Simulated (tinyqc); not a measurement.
Ballistic transport through the one-dimensional subbands of a rectangular nanowire or nanosheet channel: one step, computed by the program tinyqc.

Hard walls, parabolic subbands, transport along x. Energies are counted from the bulk conduction band edge at the top of the barrier, which the gate pulls down by U; the source Fermi level lies at the bulk edge when U = 0.

Problem. Conductance, capacitance and scattering. Linear conductance G = (2 e^2/h) sum_i g f(eta_i), g = 2, f = 1/(1 + exp(-eta_i)), with the barrier frozen at the eta_i above; current per perimeter I/(2(a + b)); with scattering, transmission lambda/(lambda + L) and low-bias resistance (1 + L/lambda)/G.

Inputs (values chosen for the exercise, modelled on silicon):
```
quantity,value,unit
height a,3,nm
width b,6.4,nm
temperature T,300,K
mean free path for back-scattering lambda,130,nm
channel length L,71,nm
```

Valleys: silicon [100] wire.

Occupation:
```
subband,eta_i,n_i (1/nm),I_i (microampere)
1,6.507387,1.134930e+00,1.546800e+00
2,1.248712,4.261465e-01,1.148602e+00
3,1.238009,4.242198e-01,1.145420e+00
4,0.900314,3.638680e-01,1.037083e+00
5,0.082538,2.292707e-01,7.320342e-01
6,-0.245859,4.044696e-01,6.078154e-01
7,-1.843246,4.914518e-02,1.795963e-01
8,-4.358361,4.319957e-03,1.627342e-02
9,-4.539345,3.609442e-03,1.360328e-02
10,-5.852932,2.147928e-03,3.681211e-03
```

ballistic current I = 6.430908 microampere

Constants: e = 1.602176634e-19 C; h = 6.62607015e-34 J s.

Give: open modes sum g f; ballistic conductance; current per perimeter; transmission; low-bias resistance with scattering.

Solution.

open modes sum g f = 8.768

ballistic conductance = 679.4 microsiemens

current per perimeter = 342.1 microampere/micrometre

transmission = 0.6468

low-bias resistance with scattering = 2.276 kiloohm

Even without scattering the wire has h/(2 e^2 M) = 1.47 kiloohm, which sits in the contacts.
